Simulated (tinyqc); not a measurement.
Worked calculation: Pariser-Parr-Pople SCF with singles CI, for the molecule C=C1C=CC=C(N)C=C1 (SMILES; centres numbered as the heavy atoms are written). Computed by tinyqc, a small Python program that keeps every step. Settings: charge = 0, gamma = Ohno, start = huckel, damping = 0.5, iteration cap = 52, excitations kept = 4. Command: `OMP_NUM_THREADS=1 python tinyqc.py 25571 25572 out.jsonl` (the two numbers bound the seeds that draw the settings). One thread of a shared host (Intel(R) Xeon(R) Processor @ 2.60GHz), about 0.01 s of CPU time with the checks. Later iterations appear only in the table of the cycle.

## PPP integrals

Centres (angstrom, eV; a flat drawing with bonds scaled to 1.40 angstrom):
```
centre        x        y  core charge z        W  gamma_rr
1C       2.9380  -0.5220              1  11.1600   11.1300
2C       1.5730  -0.2100              1  11.1600   11.1300
3C       1.2610   1.1550              1  11.1600   11.1300
4C       0.0000   1.7620              1  11.1600   11.1300
5C      -1.2610   1.1550              1  11.1600   11.1300
6C      -1.5730  -0.2100              1  11.1600   11.1300
7N      -2.9380  -0.5220              2  25.6000   16.8000
8C      -0.7000  -1.3050              1  11.1600   11.1300
9C       0.7000  -1.3050              1  11.1600   11.1300
```

Resonance integrals (eV):
```
i  j     beta
1  2  -2.3900
2  3  -2.3900
3  4  -2.3900
4  5  -2.3900
5  6  -2.3900
6  7  -2.2400
6  8  -2.3900
8  9  -2.3900
9  2  -2.3900
```

Ohno: gamma = 14.399645/sqrt(R^2 + a^2), a = 2 x 14.399645/(gamma_rr + gamma_ss); H_rr = -W_r - sum_(s != r) z_s gamma_rs; H_rs = beta for bonds.

repulsion gamma_rs (eV):
```
         1C       2C       3C       4C       5C       6C       7N       8C
1C  11.1300   7.5533   5.3301   3.6549   3.0618   3.0617   2.4137   3.6549
2C   7.5533  11.1300   7.5533   5.0793   4.2336   4.2331   3.1048   5.0786
3C   5.3301   7.5533  11.1300   7.5553   5.0802   4.2336   3.1050   4.2332
4C   3.6549   5.0793   7.5553  11.1300   7.5553   5.0793   3.7290   4.2333
5C   3.0618   4.2336   5.0802   7.5553  11.1300   7.5533   5.5681   5.0783
6C   3.0617   4.2331   4.2336   5.0793   7.5533  11.1300   8.2809   7.5527
7N   2.4137   3.1048   3.1050   3.7290   5.5681   8.2809  16.8000   5.5693
8C   3.6549   5.0786   4.2332   4.2333   5.0783   7.5527   5.5693  11.1300
9C   5.3312   7.5527   5.0783   4.2333   4.2332   5.0786   3.7290   7.5539

         9C
1C   5.3312
2C   7.5527
3C   5.0783
4C   4.2333
5C   4.2332
6C   5.0786
7N   3.7290
8C   7.5539
9C  11.1300
```

core matrix H (eV):
```
          1C        2C        3C        4C        5C        6C        7N        8C
1C  -47.6352   -2.3900    0.0000    0.0000    0.0000    0.0000    0.0000    0.0000
2C   -2.3900  -58.6535   -2.3900    0.0000    0.0000    0.0000    0.0000    0.0000
3C    0.0000   -2.3900  -56.4340   -2.3900    0.0000    0.0000    0.0000    0.0000
4C    0.0000    0.0000   -2.3900  -56.0088   -2.3900    0.0000    0.0000    0.0000
5C    0.0000    0.0000    0.0000   -2.3900  -59.0919   -2.3900    0.0000    0.0000
6C    0.0000    0.0000    0.0000    0.0000   -2.3900  -64.5140   -2.2400   -2.3900
7N    0.0000    0.0000    0.0000    0.0000    0.0000   -2.2400  -61.0998    0.0000
8C    0.0000    0.0000    0.0000    0.0000    0.0000   -2.3900    0.0000  -59.6835
9C    0.0000   -2.3900    0.0000    0.0000    0.0000    0.0000    0.0000   -2.3900

          9C
1C    0.0000
2C   -2.3900
3C    0.0000
4C    0.0000
5C    0.0000
6C    0.0000
7N    0.0000
8C   -2.3900
9C  -57.6791
```

## Starting guess

pi electrons, sum of z_r less the charge = 10

Orbitals of the Hueckel matrix of the beta values.

P at the start:
```
         1C       2C       3C       4C       5C       6C       7N       8C
1C   1.3388   0.7345  -0.2844  -0.2393   0.3078   0.0924  -0.0646  -0.3091
2C   0.7345   0.9871   0.4952   0.0234  -0.1469  -0.0619   0.0866   0.0251
3C  -0.2844   0.4952   1.1920   0.6666  -0.1859  -0.1587   0.3165  -0.1488
4C  -0.2393   0.0234   0.6666   0.9826   0.6548   0.0237  -0.2353  -0.0808
5C   0.3078  -0.1469  -0.1859   0.6548   1.1923   0.5121  -0.2942   0.0936
6C   0.0924  -0.0619  -0.1587   0.0237   0.5121   0.9864   0.7153   0.4326
7N  -0.0646   0.0866   0.3165  -0.2353  -0.2942   0.7153   1.3671  -0.0626
8C  -0.3091   0.0251  -0.1488  -0.0808   0.0936   0.4326  -0.0626   0.9771
9C  -0.0673   0.4254   0.1029  -0.0790  -0.1603   0.0256  -0.3098   0.8215

         9C
1C  -0.0673
2C   0.4254
3C   0.1029
4C  -0.0790
5C  -0.1603
6C   0.0256
7N  -0.3098
8C   0.8215
9C   0.9766
```

## Iteration 1: Fock matrix

F_rr = H_rr + P_rr gamma_rr / 2 + sum_(s != r) P_ss gamma_rs; F_rs = H_rs - P_rs gamma_rs / 2; E = tr P (H + F) / 2 + core repulsion sum_(r<s) z_r z_s gamma_rs.

F (eV):
```
         1C       2C       3C       4C       5C       6C        7N       8C
1C  -4.0361  -5.1640   0.7579   0.4373  -0.4713  -0.1415    0.0780   0.5649
2C  -5.1640  -3.2474  -4.2603  -0.0595   0.3109   0.1309   -0.1344  -0.0638
3C   0.7579  -4.2603  -4.2110  -4.9082   0.4723   0.3358   -0.4913   0.3149
4C   0.4373  -0.0595  -4.9082  -4.2406  -4.8638  -0.0603    0.4387   0.1711
5C  -0.4713   0.3109   0.4723  -4.8638  -6.5402  -4.3241    0.8191  -0.2375
6C  -0.1415   0.1309   0.3358  -0.0603  -4.3241  -8.0438   -5.2016  -4.0238
7N   0.0780  -0.1344  -0.4913   0.4387   0.8191  -5.2016  -12.0642   0.1742
8C   0.5649  -0.0638   0.3149   0.1711  -0.2375  -4.0238    0.1742  -6.6384
9C   0.1794  -3.9965  -0.2613   0.1672   0.3394  -0.0651    0.5776  -5.4926

         9C
1C   0.1794
2C  -3.9965
3C  -0.2613
4C   0.1672
5C   0.3394
6C  -0.0651
7N   0.5776
8C  -5.4926
9C  -4.9031
```

pi energy = -138.9936 eV

## Iteration 1: orbitals and new P

Diagonalise F (the basis is taken as orthonormal) and form P = 2 sum c c over the lowest orbitals; 0.5 of the old P is kept.

orbital energies (eV): [-16.8409, -13.1388, -11.7878, -10.6395, -6.9790, -1.9610, -0.1490, 2.6061, 4.9649]

P after iteration 1:
```
         1C       2C       3C       4C       5C       6C       7N       8C
1C   1.2699   0.7696  -0.2483  -0.2686   0.2661   0.1197  -0.0708  -0.3131
2C   0.7696   0.9748   0.4549   0.0373  -0.1106  -0.0668   0.0747   0.0057
3C  -0.2483   0.4549   1.1197   0.7129  -0.1306  -0.2251   0.2844  -0.1135
4C  -0.2686   0.0373   0.7129   0.9623   0.6054   0.0218  -0.1644  -0.0840
5C   0.2661  -0.1106  -0.1306   0.6054   1.1869   0.5795  -0.3184   0.0439
6C   0.1197  -0.0668  -0.2251   0.0218   0.5795   1.0011   0.6262   0.4274
7N  -0.0708   0.0747   0.2844  -0.1644  -0.3184   0.6262   1.5254  -0.0958
8C  -0.3131   0.0057  -0.1135  -0.0840   0.0439   0.4274  -0.0958   1.0471
9C  -0.0345   0.4139   0.1564  -0.0677  -0.2035   0.0380  -0.2384   0.8221

         9C
1C  -0.0345
2C   0.4139
3C   0.1564
4C  -0.0677
5C  -0.2035
6C   0.0380
7N  -0.2384
8C   0.8221
9C   0.9129
```

## Iteration 2: Fock matrix

As before.

F (eV):
```
         1C       2C       3C       4C       5C       6C        7N       8C
1C  -4.6455  -5.2965   0.6618   0.4908  -0.4074  -0.1832    0.0854   0.5721
2C  -5.2965  -4.0806  -4.1079  -0.0947   0.2341   0.1414   -0.1160  -0.0144
3C   0.6618  -4.1079  -4.7284  -5.0830   0.3318   0.4766   -0.4415   0.2402
4C   0.4908  -0.0947  -5.0830  -4.5640  -4.6769  -0.0552    0.3066   0.1778
5C  -0.4074   0.2341   0.3318  -4.6769  -6.2765  -4.5784    0.8864  -0.1116
6C  -0.1832   0.1414   0.4766  -0.0552  -4.5784  -7.1596   -4.8327  -4.0040
7N   0.0854  -0.1160  -0.4415   0.3066   0.8864  -4.8327  -10.9958   0.2667
8C   0.5721  -0.0144   0.2402   0.1778  -0.1116  -4.0040    0.2667  -6.4715
9C   0.0918  -3.9529  -0.3972   0.1434   0.4306  -0.0964    0.4444  -5.4951

         9C
1C   0.0918
2C  -3.9529
3C  -0.3972
4C   0.1434
5C   0.4306
6C  -0.0964
7N   0.4444
8C  -5.4951
9C  -5.0005
```

pi energy = -139.7453 eV

## Iteration 2: orbitals and new P

As before.

orbital energies (eV): [-15.8418, -13.1824, -11.8722, -10.6867, -7.5113, -1.5555, -0.2522, 2.6876, 4.2920]

P after iteration 2:
```
         1C       2C       3C       4C       5C       6C       7N       8C
1C   1.2279   0.7933  -0.2294  -0.2793   0.2441   0.1302  -0.0719  -0.3104
2C   0.7933   0.9743   0.4288   0.0429  -0.0920  -0.0682   0.0666  -0.0034
3C  -0.2294   0.4288   1.0893   0.7427  -0.1047  -0.2558   0.2607  -0.0964
4C  -0.2793   0.0429   0.7427   0.9504   0.5728   0.0259  -0.1286  -0.0863
5C   0.2441  -0.0920  -0.1047   0.5728   1.1820   0.6197  -0.3298   0.0246
6C   0.1302  -0.0682  -0.2558   0.0259   0.6197   1.0001   0.5783   0.4217
7N  -0.0719   0.0666   0.2607  -0.1286  -0.3298   0.5783   1.6123  -0.1110
8C  -0.3104  -0.0034  -0.0964  -0.0863   0.0246   0.4217  -0.1110   1.0771
9C  -0.0238   0.4028   0.1813  -0.0642  -0.2281   0.0441  -0.1963   0.8265

         9C
1C  -0.0238
2C   0.4028
3C   0.1813
4C  -0.0642
5C  -0.2281
6C   0.0441
7N  -0.1963
8C   0.8265
9C   0.8865
```

## Iteration 3: Fock matrix

As before.

F (eV):
```
         1C       2C       3C       4C       5C       6C        7N       8C
1C  -4.9272  -5.3860   0.6114   0.5105  -0.3737  -0.1994    0.0867   0.5673
2C  -5.3860  -4.4918  -4.0096  -0.1089   0.1948   0.1443   -0.1033   0.0087
3C   0.6114  -4.0096  -4.9804  -5.1956   0.2660   0.5415   -0.4047   0.2040
4C   0.5105  -0.1089  -5.1956  -4.7176  -4.5540  -0.0658    0.2399   0.1827
5C  -0.3737   0.1948   0.2660  -4.5540  -6.1607  -4.7303    0.9182  -0.0624
6C  -0.1994   0.1443   0.5415  -0.0658  -4.7303  -6.7088   -4.6345  -3.9825
7N   0.0867  -0.1033  -0.4047   0.2399   0.9182  -4.6345  -10.4734   0.3092
8C   0.5673   0.0087   0.2040   0.1827  -0.0624  -3.9825    0.3092  -6.3865
9C   0.0634  -3.9109  -0.4604   0.1359   0.4828  -0.1121    0.3661  -5.5118

         9C
1C   0.0634
2C  -3.9109
3C  -0.4604
4C   0.1359
5C   0.4828
6C  -0.1121
7N   0.3661
8C  -5.5118
9C  -5.0542
```

pi energy = -140.1475 eV

## Iteration 3: orbitals and new P

As before.

orbital energies (eV): [-15.4359, -13.2319, -11.9300, -10.5994, -7.7630, -1.3826, -0.3085, 2.7734, 3.9774]

P after iteration 3:
```
         1C       2C       3C       4C       5C       6C       7N       8C
1C   1.2006   0.8098  -0.2179  -0.2824   0.2316   0.1335  -0.0710  -0.3061
2C   0.8098   0.9776   0.4110   0.0447  -0.0820  -0.0678   0.0608  -0.0076
3C  -0.2179   0.4110   1.0768   0.7629  -0.0923  -0.2696   0.2434  -0.0877
4C  -0.2824   0.0447   0.7629   0.9437   0.5501   0.0305  -0.1094  -0.0875
5C   0.2316  -0.0820  -0.0923   0.5501   1.1787   0.6449  -0.3352   0.0183
6C   0.1335  -0.0678  -0.2696   0.0305   0.6449   0.9947   0.5512   0.4162
7N  -0.0710   0.0608   0.2434  -0.1094  -0.3352   0.5512   1.6617  -0.1178
8C  -0.3061  -0.0076  -0.0877  -0.0875   0.0183   0.4162  -0.1178   1.0889
9C  -0.0219   0.3932   0.1925  -0.0634  -0.2427   0.0468  -0.1703   0.8316

         9C
1C  -0.0219
2C   0.3932
3C   0.1925
4C  -0.0634
5C  -0.2427
6C   0.0468
7N  -0.1703
8C   0.8316
9C   0.8772
```

## Convergence

Stop when output and input P, before any damping, agree to 1e-7.

Course of the cycle:
```
iteration       E (eV)  largest |P(out) - P(in)|
1          -138.993635                  3.17e-01
2          -139.745323                  1.74e-01
3          -140.147543                  9.88e-02
4          -140.367863                  5.80e-02
5          -140.489799                  3.51e-02
6          -140.557711                  2.19e-02
7          -140.595762                  1.55e-02
8          -140.617238                  1.23e-02
9          -140.629469                  9.77e-03
10         -140.636512                  7.82e-03
11         -140.640619                  6.27e-03
...                ...                       ...
42         -140.646953                  2.01e-05
43         -140.646953                  1.69e-05
44         -140.646953                  1.42e-05
45         -140.646953                  1.20e-05
46         -140.646953                  1.01e-05
47         -140.646953                  8.47e-06
48         -140.646953                  7.13e-06
49         -140.646953                  6.00e-06
50         -140.646953                  5.05e-06
51         -140.646953                  4.25e-06
52         -140.646953                  3.58e-06
```

Not converged within 52 iterations: the residual falls steadily but slowly, by a factor of about 0.84 a step. Reruns (cap 100 unless said): damping 0: converged in 34 (E = -140.64695); the original settings with a cap of 400: converged in 73 (E = -140.64695).
